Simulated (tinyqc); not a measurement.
Blur against noise: chemically amplified photoresist: aerial image, acid generation, bake, development and line width. Computed by tinyqc, a small Python program. Command: `OMP_NUM_THREADS=1 python tinyqc.py 3005315 3005316 out.jsonl resist walk`. One thread of a shared host (Intel(R) Xeon(R) Processor @ 2.30GHz), about 0.02 s of CPU time with the checks.

Lines and spaces of pitch p with a two-beam-like image; x = 0 is the middle of the bright space. The resist is positive and treated as uniform in depth.

Inputs (values chosen for the exercise, for a model resist at 193 nm): pitch p = 210 nm; image contrast c = 0.85; mean dose E = 14 mJ/cm^2; Dill parameter C = 0.027 cm^2/mJ; bake time t = 45 s; photon energy = 6.42 eV; absorption coefficient alpha = 1.1 1/um.

Method:
- Dose E(x) = E [1 + c cos(2 pi x/p)]; acid h = 1 - exp(-C E(x)).
- Bake: the acid image is blurred by a Gaussian of variance sigma^2 = 2 D t (each Fourier term k of h, taken on 64 points, is multiplied by exp(-4 pi^2 k^2 D t/p^2)).
- For each sigma the edge is held at x = p/4; N is taken at the mean dose; edge noise = (dh/d ln E)/(sqrt(N V) |dh/dx|), both derivatives taken of the blurred acid, V = (2 sqrt(pi) sigma)^3, N = E alpha/(photon energy), 1 mJ/cm^2 = 62.41509 eV/nm^2.

Trade-off:
```
sigma/p  sigma (nm)  blur factor  photons in V  edge noise (nm)
0.02            4.2      0.99214    4.9413e+02           1.7754
0.04            8.4      0.96891    3.9530e+03           0.6351
0.07           14.7      0.90781    2.1186e+04           0.2849
0.10           21.0      0.82087    6.1766e+04           0.1791
0.14           29.4      0.67917    1.6949e+05           0.1266
0.18           37.8      0.52753    3.6022e+05           0.1099
0.22           46.2      0.38467    6.5768e+05           0.1108
0.27           56.7      0.23717    1.2157e+06           0.1318
0.33           69.3      0.11653    2.2197e+06           0.1985
```

What follows from these numbers?

The noise is least near sigma/p = 0.18 among these rows. More diffusion averages over more photons (noise falls as sigma^(-3/2)) until it erases the image slope (factor exp(-2 pi^2 sigma^2/p^2)); for a pure cosine the two balance at sigma/p = sqrt(3/8)/pi = 0.195. Caution: for a film thinner than the blur the noise falls as 1/sigma only, and the optimum moves to sigma/p = 1/(2 pi) = 0.159.

Extremes, crossings and ranges named in words are read from the listed rows.
